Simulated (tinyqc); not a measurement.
From results back to parameters: interface roughness in a thin film (subband fluctuation and scattering). Three cases, with inputs chosen for the exercise.

Problem. The screened mobility was computed from a hidden rms height D.

Gaussian roughness spectrum S(q) = pi D^2 Lc^2 exp(-q^2 Lc^2/4). Degenerate gas, taken to fill one subband (the second starts to fill once c kF^2/md exceeds E2 - E1, which is not tested here): kF = sqrt(2 pi Ns/gv), q = 2 kF sin(theta/2), 1/tau = (md/(2 pi c hbar)) G^2 times the integral from 0 to pi of S(q)(1 - cos theta)/eps(q)^2 dtheta, eps(q) = 1 + qs/q with screening (qs = gv md q0/(c eps), q0 = e^2/(4 pi eps0), form factors left out, which overstates the screening; other scattering is left out too, so these values lie far above measured mobilities in all but the thinnest films) or 1 without; mobility = tau c2/md with c2 = e/m0 = 1.75882e15 cm^2/(V s^2); 1e12/cm^2 = 1e-4/angstrom^2.

Constants: hbar^2/2m0 = 3.80998211 eV angstrom^2; hbar = 6.58211957e-16 eV s; e^2/(4 pi eps0) = 14.39964547 eV angstrom.

Find: mobility for D = 1 angstrom; D.

Method. The mobility goes as 1/D^2, so D is the square root of the ratio. One value fixes only D^2 times a function of Lc; a second density is needed to part the two.

Case 1.

Values chosen (near those of a thin Si channel on (100), two-fold valleys; shifted at random, so the results belong to these values and not to a real crystal):
- md = 0.185 m0 (mass in the plane)
- gv = 2 (valleys)
- Lc = 40 angstrom (correlation length)
- Ns = 2 x 1e12/cm^2 (sheet density)
- eps = 8 (mean dielectric constant at the channel)

G = |dE1/dt| = 3.0836 meV/angstrom
mobility = 39533.8 cm^2/(V s)

Solution.

mobility for D = 1 angstrom = 3.099e+05 cm^2/(V s)
D = 2.80 angstrom

Case 2.

Values chosen (near those of a thin Si channel on (100), two-fold valleys; shifted at random, so the results belong to these values and not to a real crystal):
- md = 0.191 m0 (mass in the plane)
- gv = 2 (valleys)
- Lc = 44 angstrom (correlation length)
- Ns = 4.9 x 1e12/cm^2 (sheet density)
- eps = 7.9 (mean dielectric constant at the channel)

G = |dE1/dt| = 4.9176 meV/angstrom
mobility = 72547.5 cm^2/(V s)

Solution.

mobility for D = 1 angstrom = 2.097e+05 cm^2/(V s)
D = 1.70 angstrom

Case 3.

Values chosen (near those of a thin GaN channel; shifted at random, so the results belong to these values and not to a real crystal):
- md = 0.196 m0 (mass in the plane)
- gv = 1 (valleys)
- Lc = 14 angstrom (correlation length)
- Ns = 4.8 x 1e12/cm^2 (sheet density)
- eps = 9.7 (mean dielectric constant at the channel)

G = |dE1/dt| = 3.3849 meV/angstrom
mobility = 12664.8 cm^2/(V s)

Solution.

mobility for D = 1 angstrom = 1.734e+05 cm^2/(V s)
D = 3.70 angstrom

Computed by tinyqc, one run a case: `OMP_NUM_THREADS=1 python tinyqc.py N N+1 out.jsonl` with N = 1251520, 1251535, 1251542; one thread of a shared Intel(R) Xeon(R) Processor @ 2.30GHz, about 0.01 s a run at most.
